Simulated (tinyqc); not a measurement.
Short-channel transistor, virtual-source model with series resistance: two steps of the calculation.

The current per gate width is the charge at the top of the source barrier (the virtual source) times its velocity times a saturation function; al and be are fitting constants of the model. Units: I in uA/um, Rs in ohm um, so I Rs = 1e-6 I Rs in volts; Q in uC/cm^2, so I = 1e-4 Q vx0 Fsat with vx0 in cm/s.

Values chosen for this exercise: temperature T = 300 K; inversion capacitance Cinv = 3.74 uF/cm^2; velocity at the virtual source vx0 = 1.72e7 cm/s; apparent mobility mu = 1000 cm^2/(V s); channel length L = 45 nm; threshold at zero drain voltage VT0 = 0.321 V; drain-induced barrier lowering dl = 0.083 V/V; subthreshold factor n0 = 1.48; growth of n with drain voltage nd = 0 1/V; threshold shift (in units of Vt) from weak to strong inversion al = 3.5; sharpness of saturation be = 1.4; series resistance of each contact Rs = 150 ohm um; gate voltage Vgs = 0.37 V; drain voltage Vds = 0.5 V.

Constants: q = 1.602176634e-19 C, kB = 1.380649e-23 J/K, Vt = kB T/q. Results are converted to the units shown.

Question 1. Current through the series resistance. Intrinsic voltages Vg' = Vgs - I Rs, Vd' = Vds - 2 I Rs. n = n0 + nd Vd', VT = VT0 - dl Vd', Ff = 1/(1 + exp((Vg' - VT + al Vt/2)/(al Vt))), Q = Cinv n Vt ln(1 + exp((Vg' - VT + al Vt Ff)/(n Vt))), Vdsat = (vx0 L/mu)(1 - Ff) + Vt Ff, Fsat = u/(1 + u^be)^(1/be) with u = Vd'/Vdsat, and I(out) = Q vx0 Fsat per width. (Fsat takes the sign of u.) Newton step: I(new) = I + (I(out) - I)/(1 - s), s = dI(out)/dI by a central difference with +/- 0.001 uA/um.

I after iteration 1 = 358.42681 uA/um

Wanted: Vg'; Vd'; VT; Ff; Q; Vdsat; Fsat; I(out); s; I after iteration 2.

Answer 1.

Vg' = 0.31624 V
Vd' = 0.39247 V
VT = 0.28842 V
Ff = 0.30845
Q = 0.23838 uC/cm^2
Vdsat = 0.061500 V
Fsat = 0.94987
I(out) = 389.45 uA/um
s = -0.69314
I after iteration 2 = 376.75 uA/um

Question 2. What the series resistance costs. n = n0 + nd Vd', VT = VT0 - dl Vd', Ff = 1/(1 + exp((Vg' - VT + al Vt/2)/(al Vt))), Q = Cinv n Vt ln(1 + exp((Vg' - VT + al Vt Ff)/(n Vt))), Vdsat = (vx0 L/mu)(1 - Ff) + Vt Ff, Fsat = u/(1 + u^be)^(1/be) with u = Vd'/Vdsat, and I = Q vx0 Fsat per width. I0 is the current for Rs = 0. Effective velocity I/Q; transit time L Q/I.

converged I = 376.81478 uA/um
I0 = 673.69729 uA/um

Wanted: loss against I0; effective velocity; transit time.

Answer 2.

loss against I0 = 44.068 %
effective velocity = 1.6329e7 cm/s
transit time = 0.27558 ps

The carriers leave the virtual source at 94.9 % of vx0: the device is in saturation.

Numbers from tinyqc (`OMP_NUM_THREADS=1 python tinyqc.py 2380139 2380140 out.jsonl`; about 0.01 s on one thread of a shared Intel Xeon 2.30GHz).
